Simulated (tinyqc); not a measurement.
# Gain factor and gap resistance from two string resistances

Problem. At small bit-line voltage each of the 96 cells has the resistance 1/(K x) at overdrive x (no mobility reduction) in series with a gap resistance Rg. Find K, Rg and the share of the gaps at the higher overdrive.

resistance of a string of 96 equal cells at overdrives of 3.7 and 8.7 V (kohm): [1815.8414, 987.42682]

Solution. The resistance per cell is a straight line in 1/x with slope 1/K and intercept Rg.

K = 18.00 uA/V^2
Rg = 3.900 kohm
share of the gaps = 37.92 %

Program tinyqc, `OMP_NUM_THREADS=1 python tinyqc.py 2142161 2142162 out.jsonl`; Intel Xeon 2.30GHz, shared host, one thread, about 0.3 s.
